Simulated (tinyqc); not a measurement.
Inside a calculation. Method: coupled-perturbed Hartree-Fock on RHF in the sto-6g basis, for H6, spin multiplicity 1. Computed by tinyqc, a small Python program that keeps every step (integrals from PySCF). Settings: charge = 0, multiplicity = 1, basis = sto-6g, method = RHF, energy threshold = 1e-10, iteration cap = 67, orthogonalisation = canonical, start = atomic densities, DIIS depth = 6. Command: `OMP_NUM_THREADS=1 python tinyqc.py 30802 30803 out.jsonl` (the two numbers bound the seeds that draw the settings). One thread of a shared host (Intel(R) Xeon(R) Processor @ 2.60GHz), about 0.2 s of CPU time with the checks. The early iterations of the SCF are left out here.

## One-electron integrals

Geometry (angstrom):
```
atom        x        y        z
H     0.00000  0.00000  0.00000
H     0.00000  0.00000  0.71400
H     0.00000  0.00000  1.89800
H     0.00000  0.00000  2.61200
H     0.00000  0.00000  3.79600
H     0.00000  0.00000  4.51000
```

Basis sto-6g: exponents (1/bohr^2) and contraction coefficients of normalised primitives:
```
element  l (shell)  exponent  coefficient
H            s (1)  35.52322      0.00916
H            s (1)   6.51314      0.04936
H            s (1)   1.82214      0.16854
H            s (1)   0.62596      0.37056
H            s (1)   0.24308      0.41649
H            s (1)   0.10011      0.13033
```

Overlap, kinetic and nuclear-attraction integrals over the contracted functions; the nuclear repulsion is the sum of Za Zb / Rab.

nuclear repulsion = 5.2055759 hartree

overlap S:
```
         1H 1s    2H 1s    3H 1s    4H 1s    5H 1s    6H 1s
1H 1s  1.00000  0.67676  0.14097  0.04309  0.00487  0.00114
2H 1s  0.67676  1.00000  0.39553  0.14097  0.01870  0.00487
3H 1s  0.14097  0.39553  1.00000  0.67676  0.14097  0.04309
4H 1s  0.04309  0.14097  0.67676  1.00000  0.39553  0.14097
5H 1s  0.00487  0.01870  0.14097  0.39553  1.00000  0.67676
6H 1s  0.00114  0.00487  0.04309  0.14097  0.67676  1.00000
```

kinetic energy T (hartree):
```
          1H 1s     2H 1s     3H 1s     4H 1s     5H 1s     6H 1s
1H 1s   0.76852   0.25100  -0.01031  -0.00904  -0.00176  -0.00053
2H 1s   0.25100   0.76852   0.05793  -0.01031  -0.00509  -0.00176
3H 1s  -0.01031   0.05793   0.76852   0.25100  -0.01031  -0.00904
4H 1s  -0.00904  -0.01031   0.25100   0.76852   0.05793  -0.01031
5H 1s  -0.00176  -0.00509  -0.01031   0.05793   0.76852   0.25100
6H 1s  -0.00053  -0.00176  -0.00904  -0.01031   0.25100   0.76852
```

nuclear attraction V (hartree):
```
          1H 1s     2H 1s     3H 1s     4H 1s     5H 1s     6H 1s
1H 1s  -2.64885  -1.82806  -0.35548  -0.10669  -0.01143  -0.00259
2H 1s  -1.82806  -2.94100  -1.06222  -0.37065  -0.04572  -0.01143
3H 1s  -0.35548  -1.06222  -3.11109  -2.03070  -0.37065  -0.10669
4H 1s  -0.10669  -0.37065  -2.03070  -3.11109  -1.06222  -0.35548
5H 1s  -0.01143  -0.04572  -0.37065  -1.06222  -2.94100  -1.82806
6H 1s  -0.00259  -0.01143  -0.10669  -0.35548  -1.82806  -2.64885
```

core Hamiltonian H = T + V (hartree):
```
          1H 1s     2H 1s     3H 1s     4H 1s     5H 1s     6H 1s
1H 1s  -1.88033  -1.57705  -0.36579  -0.11573  -0.01319  -0.00312
2H 1s  -1.57705  -2.17248  -1.00429  -0.38095  -0.05082  -0.01319
3H 1s  -0.36579  -1.00429  -2.34256  -1.77970  -0.38095  -0.11573
4H 1s  -0.11573  -0.38095  -1.77970  -2.34256  -1.00429  -0.36579
5H 1s  -0.01319  -0.05082  -0.38095  -1.00429  -2.17248  -1.57705
6H 1s  -0.00312  -0.01319  -0.11573  -0.36579  -1.57705  -1.88033
```

## Two-electron integrals

Functions are numbered as in S; the eight-fold symmetry (ij|kl) = (ji|kl) = (kl|ij) leaves the list below.

Two-electron integrals (ij|kl) in chemists' order, unique and non-zero (hartree):
```
(11|11) 0.77500    (21|11) 0.45934    (21|21) 0.31484    (22|11) 0.57982
(22|21) 0.45934    (22|22) 0.77500    (31|11) 0.06740    (31|21) 0.05083
(31|22) 0.08319    (31|31) 0.01031    (32|11) 0.15577    (32|21) 0.12903
(32|22) 0.23293    (32|31) 0.03019    (32|32) 0.09567    (33|11) 0.27741
(33|21) 0.22959    (33|22) 0.42233    (33|31) 0.06740    (33|32) 0.23293
(33|33) 0.77500    (41|11) 0.01716    (41|21) 0.01309    (41|22) 0.02174
(41|31) 0.00286    (41|32) 0.00864    (41|33) 0.02174    (41|41) 0.00084
(42|11) 0.04603    (42|21) 0.03766    (42|22) 0.06740    (42|31) 0.00936
(42|32) 0.03019    (42|33) 0.08319    (42|41) 0.00286    (42|42) 0.01031
(43|11) 0.15932    (43|21) 0.12840    (43|22) 0.22959    (43|31) 0.03766
(43|32) 0.12903    (43|33) 0.45934    (43|41) 0.01309    (43|42) 0.05083
(43|43) 0.31484    (44|11) 0.20252    (44|21) 0.15932    (44|22) 0.27741
(44|31) 0.04603    (44|32) 0.15577    (44|33) 0.57982    (44|41) 0.01716
(44|42) 0.06740    (44|43) 0.45934    (44|44) 0.77500    (51|11) 0.00150
(51|21) 0.00116    (51|22) 0.00194    (51|31) 0.00027    (51|32) 0.00082
(51|33) 0.00224    (51|41) 0.00008    (51|42) 0.00029    (51|43) 0.00147
(51|44) 0.00213    (51|51) 8.97e-06   (52|11) 0.00477    (52|21) 0.00382
(52|22) 0.00670    (52|31) 0.00097    (52|32) 0.00314    (52|33) 0.00920
(52|41) 0.00031    (52|42) 0.00115    (52|43) 0.00621    (52|44) 0.00920
(52|51) 3.56e-05   (52|52) 0.00015    (53|11) 0.02679    (53|21) 0.02093
(53|22) 0.03613    (53|31) 0.00584    (53|32) 0.01941    (53|33) 0.06740
(53|41) 0.00209    (53|42) 0.00801    (53|43) 0.05083    (53|44) 0.08319
(53|51) 0.00027    (53|52) 0.00115    (53|53) 0.01031    (54|11) 0.06577
(54|21) 0.05034    (54|22) 0.08493    (54|31) 0.01365    (54|32) 0.04462
(54|33) 0.15577    (54|41) 0.00506    (54|42) 0.01941    (54|43) 0.12903
(54|44) 0.23293    (54|51) 0.00071    (54|52) 0.00314    (54|53) 0.03019
(54|54) 0.09567    (55|11) 0.13940    (55|21) 0.10436    (55|22) 0.17169
(55|31) 0.02679    (55|32) 0.08493    (55|33) 0.27741    (55|41) 0.00966
(55|42) 0.03613    (55|43) 0.22959    (55|44) 0.42233    (55|51) 0.00150
(55|52) 0.00670    (55|53) 0.06740    (55|54) 0.23293    (55|55) 0.77500
(61|11) 0.00030    (61|21) 0.00023    (61|22) 0.00040    (61|31) 0.00006
(61|32) 0.00017    (61|33) 0.00049    (61|41) 1.77e-05   (61|42) 0.00006
(61|43) 0.00033    (61|44) 0.00049    (61|51) 2.01e-06   (61|52) 8.10e-06
(61|53) 0.00006    (61|54) 0.00017    (61|55) 0.00040    (61|61) 4.60e-07
(62|11) 0.00109    (62|21) 0.00086    (62|22) 0.00150    (62|31) 0.00022
(62|32) 0.00071    (62|33) 0.00213    (62|41) 0.00007    (62|42) 0.00027
(62|43) 0.00147    (62|44) 0.00224    (62|51) 8.58e-06   (62|52) 3.56e-05
(62|53) 0.00029    (62|54) 0.00082    (62|55) 0.00194    (62|61) 2.01e-06
(62|62) 8.97e-06   (63|11) 0.00737    (63|21) 0.00568    (63|22) 0.00966
(63|31) 0.00154    (63|32) 0.00506    (63|33) 0.01716    (63|41) 0.00055
(63|42) 0.00209    (63|43) 0.01309    (63|44) 0.02174    (63|51) 0.00007
(63|52) 0.00031    (63|53) 0.00286    (63|54) 0.00864    (63|55) 0.02174
(63|61) 1.77e-05   (63|62) 0.00008    (63|63) 0.00084    (64|11) 0.02125
(64|21) 0.01608    (64|22) 0.02679    (64|31) 0.00424    (64|32) 0.01365
(64|33) 0.04603    (64|41) 0.00154    (64|42) 0.00584    (64|43) 0.03766
(64|44) 0.06740    (64|51) 0.00022    (64|52) 0.00097    (64|53) 0.00936
(64|54) 0.03019    (64|55) 0.08319    (64|61) 0.00006    (64|62) 0.00027
(64|63) 0.00286    (64|64) 0.01031    (65|11) 0.08636    (65|21) 0.06407
(65|22) 0.10436    (65|31) 0.01608    (65|32) 0.05034    (65|33) 0.15932
(65|41) 0.00568    (65|42) 0.02093    (65|43) 0.12840    (65|44) 0.22959
(65|51) 0.00086    (65|52) 0.00382    (65|53) 0.03766    (65|54) 0.12903
(65|55) 0.45934    (65|61) 0.00023    (65|62) 0.00116    (65|63) 0.01309
(65|64) 0.05083    (65|65) 0.31484    (66|11) 0.11733    (66|21) 0.08636
(66|22) 0.13940    (66|31) 0.02125    (66|32) 0.06577    (66|33) 0.20252
(66|41) 0.00737    (66|42) 0.02679    (66|43) 0.15932    (66|44) 0.27741
(66|51) 0.00109    (66|52) 0.00477    (66|53) 0.04603    (66|54) 0.15577
(66|55) 0.57982    (66|61) 0.00030    (66|62) 0.00150    (66|63) 0.01716
(66|64) 0.06740    (66|65) 0.45934    (66|66) 0.77500
```

## Orthogonalisation

S = U s U^T; canonical form X = U s^(-1/2), so that X^T S X = 1. Each column of U has its largest component positive (the first on a tie).

eigenvalues of S: 0.18586  0.27840  0.41060  1.20678  1.70694  2.21141

X:
```
              1         2         3         4         5        6
1H 1s   0.59159  -0.86485  -0.69228  -0.40882   0.37354  0.20183
2H 1s  -0.89642   0.98871   0.50481  -0.24079   0.37964  0.26720
3H 1s   1.23959  -0.26550   0.69545   0.43498   0.09627  0.33760
4H 1s  -1.23959  -0.26550  -0.69545   0.43498  -0.09627  0.33760
5H 1s   0.89642   0.98871  -0.50481  -0.24079  -0.37964  0.26720
6H 1s  -0.59159  -0.86485   0.69228  -0.40882  -0.37354  0.20183
```

## Iteration 7 (converged): orbitals

converged F (hartree):
```
          1H 1s     2H 1s     3H 1s     4H 1s     5H 1s     6H 1s
1H 1s  -0.38876  -0.61914  -0.17071  -0.04436  -0.00435  -0.00401
2H 1s  -0.61914  -0.44158  -0.33254  -0.17134  -0.02441  -0.00435
3H 1s  -0.17071  -0.33254  -0.44934  -0.63167  -0.17134  -0.04436
4H 1s  -0.04436  -0.17134  -0.63167  -0.44934  -0.33254  -0.17071
5H 1s  -0.00435  -0.02441  -0.17134  -0.33254  -0.44158  -0.61914
6H 1s  -0.00401  -0.00435  -0.04436  -0.17071  -0.61914  -0.38876
```

Diagonalise F' = X^T F X, C = X C', fill 3 alpha and 3 beta electrons from the bottom; D = 2 C_occ C_occ^T. Each column has its largest component positive (the first on a tie).

F' = X^T F X (hartree):
```
          1        2         3         4         5         6
1   1.27052  0.00000  -0.01102   0.00000   0.03767   0.00000
2   0.00000  0.81308   0.00000   0.05546   0.00000   0.00778
3  -0.01102  0.00000   0.47134   0.00000   0.00521   0.00000
4   0.00000  0.05546   0.00000  -0.47582   0.00000  -0.00950
5   0.03767  0.00000   0.00521   0.00000  -0.61470   0.00000
6   0.00000  0.00778   0.00000  -0.00950   0.00000  -0.71986
```

orbital energies (hartree): MO1 -0.72030, MO2 -0.61548, MO3 -0.47781, MO4 0.47122, MO5 0.81550, MO6 1.27142

coefficients C:
```
           MO1       MO2       MO3       MO4       MO5       MO6
1H 1s  0.19082   0.36509  -0.37941  -0.68223  -0.88060   0.60831
2H 1s  0.25081   0.39496  -0.29338   0.49462   0.97874  -0.89548
3H 1s  0.35658   0.06798   0.43186   0.71267  -0.24498   1.23166
4H 1s  0.35658  -0.06798   0.43186  -0.71267  -0.24498  -1.23166
5H 1s  0.25081  -0.39496  -0.29338  -0.49462   0.97874   0.89548
6H 1s  0.19082  -0.36509  -0.37941   0.68223  -0.88060  -0.60831
```

D after iteration 7:
```
          1H 1s     2H 1s     3H 1s     4H 1s     5H 1s     6H 1s
1H 1s   0.62731   0.60673  -0.14198  -0.24126   0.02995   0.09416
2H 1s   0.60673   0.60994  -0.02082  -0.12822  -0.01404   0.02995
3H 1s  -0.14198  -0.02082   0.63655   0.61807  -0.12822  -0.24126
4H 1s  -0.24126  -0.12822   0.61807   0.63655  -0.02082  -0.14198
5H 1s   0.02995  -0.01404  -0.12822  -0.02082   0.60994   0.60673
6H 1s   0.09416   0.02995  -0.24126  -0.14198   0.60673   0.62731
```

## Convergence

Stop when the energy changes by less than 1e-10 hartree and every element of the error matrix X^T (F D S - S D F) X is below 3e-06.

Course of the cycle:
```
iteration  E (hartree)     change  largest element of the error matrix
1           -2.6363124          -                             6.27e-02
2           -3.3142943  -6.78e-01                             7.31e-02
3           -3.3164009  -2.11e-03                             5.08e-02
4           -3.3186175  -2.22e-03                             3.71e-03
5           -3.3186318  -1.44e-05                             1.94e-04
6           -3.3186318  -3.25e-08                             8.57e-06
7           -3.3186318  -6.36e-11                             1.66e-07
```

PySCF RHF in the same basis = -3.3186318 hartree

Converged in 7 iterations.

## Integrals over molecular orbitals

(pq|rs) = sum C_ip C_jq C_kr C_ls (ij|kl), one index at a time.

one-electron integrals over orbitals h = C^T H C (hartree):
```
          1         2         3         4         5         6
1  -2.39626   0.00000  -0.14832   0.00000  -0.07916   0.00000
2   0.00000  -2.16132   0.00000  -0.17014   0.00000   0.06767
3  -0.14832   0.00000  -2.15304   0.00000   0.15647   0.00000
4   0.00000  -0.17014   0.00000  -1.63905   0.00000  -0.16288
5  -0.07916   0.00000   0.15647   0.00000  -1.27994   0.00000
6   0.00000   0.06767   0.00000  -0.16288   0.00000  -1.09159
```

Two-electron integrals over orbitals (pq|rs), unique and non-zero (hartree):
```
(11|11) 0.43302    (21|21) 0.13096    (22|11) 0.34454    (22|22) 0.40867
(31|11) 0.08458    (31|22) -0.05703   (31|31) 0.13269    (32|21) -0.12945
(32|32) 0.14856    (33|11) 0.40876    (33|22) 0.36381    (33|31) 0.04835
(33|33) 0.41134    (41|21) 0.03577    (41|32) 0.00168    (41|41) 0.07946
(42|11) 0.05655    (42|22) -0.00255   (42|31) 0.04931    (42|33) 0.01741
(42|42) 0.06921    (43|21) 0.06046    (43|32) -0.06055   (43|41) 0.01484
(43|43) 0.07235    (44|11) 0.40548    (44|22) 0.36315    (44|31) 0.04218
(44|33) 0.39701    (44|42) 0.02702    (44|44) 0.41230    (51|11) 0.00890
(51|22) 0.02680    (51|31) -0.02237   (51|33) -0.00858   (51|42) 0.03845
(51|44) 0.00301    (51|51) 0.04695    (52|21) 0.02108    (52|32) 0.00410
(52|41) 0.05512    (52|43) -0.03668   (52|52) 0.08595    (53|11) -0.06633
(53|22) -0.00405   (53|31) -0.05489   (53|33) -0.03397   (53|42) -0.06529
(53|44) -0.02843   (53|51) -0.03215   (53|53) 0.07076    (54|21) 0.13048
(54|32) -0.14199   (54|41) 0.00907    (54|43) 0.06224    (54|52) -0.00044
(54|54) 0.15415    (55|11) 0.36103    (55|22) 0.41186    (55|31) -0.04448
(55|33) 0.37665    (55|42) 0.00375    (55|44) 0.38659    (55|51) 0.02726
(55|53) -0.00827   (55|55) 0.43863    (61|21) 0.00211    (61|32) 0.01296
(61|41) 0.02876    (61|43) 0.04860    (61|52) -0.02889   (61|54) -0.00945
(61|61) 0.06444    (62|11) -0.01579   (62|22) -0.03335   (62|31) 0.01984
(62|33) -0.00461   (62|42) -0.03457   (62|44) -0.00299   (62|51) -0.04234
(62|53) 0.03635    (62|55) -0.03252   (62|62) 0.04481    (63|21) 0.04072
(63|32) -0.00858   (63|41) 0.07597    (63|43) 0.01858    (63|52) 0.05468
(63|54) 0.00900    (63|61) 0.02915    (63|63) 0.08266    (64|11) 0.08638
(64|22) -0.04847   (64|31) 0.12602    (64|33) 0.04991    (64|42) 0.05114
(64|44) 0.04789    (64|51) -0.01888   (64|53) -0.05501   (64|55) -0.04803
(64|62) 0.01881    (64|64) 0.13630    (65|21) -0.13253   (65|32) 0.13284
(65|41) -0.03669   (65|43) -0.06364   (65|52) -0.02209   (65|54) -0.14034
(65|61) -0.00328   (65|63) -0.04543   (65|65) 0.14941    (66|11) 0.46573
(66|22) 0.36892    (66|31) 0.09440    (66|33) 0.44282    (66|42) 0.06409
(66|44) 0.44735    (66|51) 0.01002    (66|53) -0.07690   (66|55) 0.39841
(66|62) -0.01879   (66|64) 0.10390    (66|66) 0.53252
```

## Response to a field: uncoupled start

dipole integrals <a|z|i> (bohr):
```
          i1       i2        i3
a4   0.04855  0.00000  -1.58221
a5   0.00000  0.66302   0.00000
a6  -0.28583  0.00000   0.03847
```

Field along z; U_ai = -mu_ai / (e_a - e_i), alpha = -4 sum U_ai mu_ai.

uncoupled U:
```
          i1        i2        i3
a4  -0.04075   0.00000   1.66719
a5   0.00000  -0.46333   0.00000
a6   0.14351   0.00000  -0.02199
```

uncoupled polarisability = 11.95556 bohr^3

## Coupled step 1

U_ai = -(mu_ai + sum_bj [4 (ai|bj) - (ab|ij) - (aj|bi)] U_bj) / (e_a - e_i); alpha = -4 sum U_ai mu_ai.

U after step 1:
```
          i1        i2        i3
a4  -0.02728   0.00000   2.01429
a5   0.00000  -0.58749   0.00000
a6   0.18321   0.00000  -0.01331
```

polarisability = 14.52299 bohr^3

## Coupled step 2

As before.

U after step 2:
```
          i1        i2        i3
a4  -0.02163   0.00000   2.08826
a5   0.00000  -0.61798   0.00000
a6   0.19369   0.00000  -0.01082
```

polarisability = 15.08251 bohr^3

## Coupled polarisability

Repeat until U stops changing; compare with -d2E/dF2.

Course of the coupled iterations:
```
step  alpha (bohr^3)
0           11.95556
1           14.52299
2           15.08251
3           15.20548
4           15.23264
5           15.23866
6           15.24000
7           15.24029
8           15.24036
9           15.24037
10          15.24038
11          15.24038
12          15.24038
13          15.24038
```

coupled polarisability = 15.24038 bohr^3

finite-field check, fields of +/-0.001 au = 15.24045 bohr^3
